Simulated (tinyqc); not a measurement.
Worked calculation: correction of a charged-defect supercell by a model charge and potential alignment (plane-averaged potentials). Computed by tinyqc, a small Python program that keeps every step. Command: `OMP_NUM_THREADS=1 python tinyqc.py 3110083 3110084 out.jsonl align walk`. One thread of a shared host (Intel(R) Xeon(R) Processor @ 2.30GHz), about 0.01 s of CPU time with the checks. Intermediate numbers are printed to about 6 digits and carried at full precision; extremes and crossings named in words are read from the listed rows.

The "true" defect charge is (1 - x) q in a Gaussian of width sigma plus x q in one of width sigma_t, so the exact answer is known; the correction sees only a single model Gaussian of width sigma_m. A Gaussian of width s has the transform rho(G) = exp(-G^2 s^2/2), normalised to 1. A uniform background cancels q, so G = 0 is left out. Potentials are those felt by a unit positive charge. E_0 is the formation energy of the isolated defect, E_cell its value in the supercell, E_lat = E_iso - E_per of the model charge, C the true less the model potential far from the defect; the exact correction is E_0 - E_cell, and the error of a scheme is E_cell plus its correction less E_0.

Inputs (values chosen for the exercise, with screening close to that of SiO2): defect charge q = 2 e; dielectric constant eps = 3.82; edge of the cubic cell L = 13.4 angstrom; width sigma of the true defect charge = 1.2 angstrom; width sigma_m of the model charge = 0.96 angstrom; share x of the charge in a wide tail = 0; width sigma_t of the tail = 2 angstrom; formation energy of the isolated defect E_0 = 5.59 eV.

Constants: e^2/(4 pi eps_0) = 14.39964548 eV angstrom.

## The supercell energy and its true error

Periodic energy E_per = (2 pi q^2/(eps L^3)) (e^2/(4 pi eps_0)) sum_(G != 0) rho(G)^2/G^2, G = (2 pi/L)(n1, n2, n3), |n_i| <= 16. Isolated energy: two Gaussians of charges q_a, q_b and widths a, b interact by q_a q_b (e^2/(4 pi eps_0 eps)) sqrt(2/pi)/sqrt(a^2 + b^2), and the self-energy is half the sum over pairs. Supercell value E_cell = E_0 + E_per - E_iso for the true charge.

E_iso, true charge = 3.54456 eV

E_per, true charge = 2.00494 eV

E_cell = 4.05038 eV

exact correction = 1.53962 eV

## Lattice energy of the model charge

E_lat = E_iso - E_per for the model charge; point-charge value alpha q^2 e^2/(4 pi eps_0 eps 2 L) with alpha = 2.837297.

E_iso, model = 4.43070 eV

E_per, model = 2.87067 eV

E_lat = 1.56003 eV

point-charge value = 1.59631 eV

## Plane-averaged potentials

Plane-averaged potential at distance z from the defect: V(z) = (4 pi q/(eps L^3)) (e^2/(4 pi eps_0 e)) sum_(m != 0) rho(G_m) cos(G_m z)/G_m^2, G_m = 2 pi m/L, |m| <= 40.

Potentials (V):
```
z/L   z (angstrom)       true      model  difference
0.00          0.00   0.364935   0.405247  -0.0403114
0.05          0.67   0.335395   0.366776  -0.0313815
0.10          1.34   0.257336   0.270419  -0.0130834
0.15          2.01   0.154502   0.153266   0.0012361
0.20          2.68   0.049104   0.041314   0.0077894
0.25          3.35  -0.045792  -0.055534   0.0097412
0.30          4.02  -0.124902  -0.135043   0.0101408
0.35          4.69  -0.186705  -0.196904   0.0101991
0.40          5.36  -0.230887  -0.241092   0.0102053
0.45          6.03  -0.257399  -0.267605   0.0102058
0.50          6.70  -0.266237  -0.276442   0.0102058
```

The difference moves by 0.00 mV between z/L = 0.4 and 0.5: a plateau.

## Alignment and corrected energy

C = difference at z = L/2; E_corr = E_cell + E_lat - q C. For charges that have died out at L/2, C = (2 pi q/(eps L^3)) (e^2/(4 pi eps_0 e)) (<s^2> - sigma_m^2), <s^2> = (1 - x) sigma^2 + x sigma_t^2.

alignment C = 0.0102058 V

C, closed form = 0.0102058 V

E_corr = 5.59000 eV

error with alignment (rounded to 1e-4 meV) = 0 meV

error without alignment = 20.4117 meV

error with the point-charge term alone = 56.6989 meV

error without correction = -1539.62 meV

Errors are measured against E_0. Alignment cuts the error of the model charge from 20 to below 0.001 meV.

## Errors against cell size

Schemes: none; point-charge term alpha q^2 e^2/(4 pi eps_0 eps 2 L), alpha = 2.837297; E_lat of the model; E_lat - q C with C at z = L/2.

Error against E_0 (meV):
```
L (angstrom)      none  point charge  model charge  model and alignment
9.38          -2115.15       165.303       59.5091            0.0546662
11.40         -1784.29        92.082       33.1496            0.0006934
13.40         -1539.62        56.699       20.4117            0.0000051
16.10         -1295.92        32.690       11.7684            0.0000000
20.10         -1047.41        16.800        6.0479            0.0000000
```

Between the last two rows the uncorrected error scales as L^-0.96 and the point-charge remainder as L^-3.00. With alignment the error is +0.1 meV in the smallest cell and 0.00 meV in the largest.

Checks made by the program: E_lat against the point-charge value less 2 pi q^2 sigma_m^2 e^2/(4 pi eps_0 eps L^3) (relative difference 2e-07).
